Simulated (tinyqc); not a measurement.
Inside a calculation. Method: CISD on RHF in the 3-21g basis, for H2, spin multiplicity 1. One step of it, computed by the program tinyqc.

Question. Iteration 5 (converged): orbitals. Diagonalise F' = X^T F X, C = X C', fill 1 alpha and 1 beta electrons from the bottom; D = 2 C_occ C_occ^T. Each column has its largest component positive (the first on a tie).

converged F (hartree):
```
,1H 1s,1H 2s,2H 1s,2H 2s
1H 1s,0.228692,-0.409774,-0.375197,-0.396743
1H 2s,-0.409774,-0.308661,-0.396743,-0.370149
2H 1s,-0.375197,-0.396743,0.228692,-0.409774
2H 2s,-0.396743,-0.370149,-0.409774,-0.308661
```

X:
```
,1H 1s,1H 2s,2H 1s,2H 2s
1H 1s,1.238967,-0.483286,-0.008045,0.024515
1H 2s,-0.483286,1.580345,0.024515,-0.590307
2H 1s,-0.008045,0.024515,1.238967,-0.483286
2H 2s,0.024515,-0.590307,-0.483286,1.580345
```

Give: F' = X^T F X; orbital energies; coefficients C; D after iteration 5.

Answer.

F' = X^T F X (hartree):
```
,1,2,3,4
1,0.759,-0.625,-0.213,-0.136
2,-0.625,0.255,-0.136,-0.219
3,-0.213,-0.136,0.759,-0.625
4,-0.136,-0.219,-0.625,0.255
```

orbital energies (hartree): MO1 -0.512, MO2 0.174, MO3 1.094, MO4 1.271

coefficients C:
```
,MO1,MO2,MO3,MO4
1H 1s,0.245,0.155,0.896,-0.939
1H 2s,0.379,1.121,-0.672,1.109
2H 1s,0.245,-0.155,0.896,0.939
2H 2s,0.379,-1.121,-0.672,-1.109
```

D after iteration 5:
```
,1H 1s,1H 2s,2H 1s,2H 2s
1H 1s,0.120,0.186,0.120,0.186
1H 2s,0.186,0.287,0.186,0.287
2H 1s,0.120,0.186,0.120,0.186
2H 2s,0.186,0.287,0.186,0.287
```
